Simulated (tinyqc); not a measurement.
# Space-charge-limited current with shallow traps: two studies

One carrier type, drift only, an injecting contact at x = 0 (zero field) and thickness L. The share th = y/(1 + y), y = (Nc/Nt) exp(-Et/kB T), of the injected charge is free: J = q mu n F, eps0 eps_r dF/dx = q (n - n0)/th.

Parameters, values chosen for the exercise: temperature T = 350 K; relative permittivity eps_r = 24.3; mobility mu = 4.9 cm^2/(V s); thickness L = 4800 nm; band density of states Nc = 2.8e19 cm^-3; trap density Nt = 2.1e15 cm^-3; trap depth Et = 0.42 eV; free carrier density in equilibrium n0 = 8.7e10 cm^-3; voltage V = 7.3 V.

Constants: q = 1.602176634e-19 C, kB = 1.380649e-23 J/K, Vt = kB T/q, eps0 = 8.8541878128e-14 F/cm where lengths are in cm. Results are converted to the units shown.

Each table varies one quantity; the others keep the values above.

## Effect of the thickness

Ohmic J = q n0 mu V/L; Mott-Gurney J = (9/8) th eps0 eps_r mu V^2/L^3; they cross at Vx = 8 q n0 L^2/(9 th eps0 eps_r); traps fill at V_TFL = q Nt L^2/(2 eps0 eps_r). Exact: with u = n0/n(L), w = -u - ln(1 - u) and v = -u - u^2/2 - ln(1 - u), V = (q n0 L^2/(th eps0 eps_r)) v/w^2 and J = q^2 n0^2 mu L/(th eps0 eps_r w).

Result of one run:
```
L (nm)  J (A/cm^2)  ohmic (A/cm^2)  Mott-Gurney (A/cm^2)  d ln J/d ln V
11000     0.005948        4.533e-4              0.005606          1.942
```

What becomes of these results when the thickness L is changed from 11000 to 8000 nm, all else the same?

Result of the changed run:
```
L (nm)  J (A/cm^2)  ohmic (A/cm^2)  Mott-Gurney (A/cm^2)  d ln J/d ln V
8000       0.01504        6.232e-4               0.01457          1.969
```

The whole series:
```
L (nm)  J (A/cm^2)  ohmic (A/cm^2)  Mott-Gurney (A/cm^2)  d ln J/d ln V
2800        0.3412        0.001781                0.3399          1.996
3900        0.1267        0.001278                0.1258          1.992
5600       0.04315        8.903e-4               0.04248          1.984
8000       0.01504        6.232e-4               0.01457          1.969
11000     0.005948        4.533e-4              0.005606          1.942
16000     0.002059        3.116e-4              0.001822          1.883
```

J falls from 0.341 to 0.00206 A/cm^2, as L^(-2.99) between the first two rows and L^(-2.83) between the last two (space charge -3, ohmic -1). The thickness law marks a bulk-limited current; an electrode-limited one depends on V/L alone. For L = 2800, 3900 V exceeds half of V_TFL, which goes as L^2, so trap filling, left out here, would raise the current.

## From ohmic to space-charge-limited current

Same model as above.

From ohmic to space-charge-limited current:
```
V (V)   J (A/cm^2)  ohmic (A/cm^2)  Mott-Gurney (A/cm^2)  d ln J/d ln V
0.0079    1.162e-6        1.124e-6              7.901e-8          1.035
0.017     2.608e-6        2.419e-6              3.659e-7          1.084
0.035     5.919e-6        4.980e-6              1.551e-6          1.201
0.074     1.564e-5        1.053e-5              6.933e-6          1.404
0.16      5.041e-5        2.277e-5              3.241e-5          1.627
0.33      1.741e-4        4.696e-5              1.379e-4          1.787
0.69      6.774e-4        9.818e-5              6.027e-4          1.888
1.5       0.003010        2.134e-4              0.002848          1.946
3.1        0.01250        4.411e-4               0.01217          1.973
6.5        0.05418        9.249e-4               0.05349          1.987
```

Read the table: what changes, and by how much?

The local exponent rises from 1.03 to 1.99, passing from ohmic towards the square law around Vx = 0.112 V. In the last row J is 1.3 % above the Mott-Gurney value. For V = 0.0079, 0.017, 0.035, 0.074, 0.16, 0.33, 0.69, 1.5 the voltage is under 100 kB T/q, where diffusion would add more than a third of the Mott-Gurney current.

Range of the model: Diffusion and a field-dependent mobility are left out. With injecting contacts the diffusion current, about 4 pi^2 Vt th eps0 eps_r mu V/L^3, equals the Mott-Gurney current at V = 35 kB T/q (0.9 V at 300 K), so the drift-only result needs V well above that.

Computed by the program tinyqc: `OMP_NUM_THREADS=1 python tinyqc.py 2370162 2370163 out.jsonl`, one thread of a shared Intel Xeon 2.30GHz, about 0.01 s for the whole run.
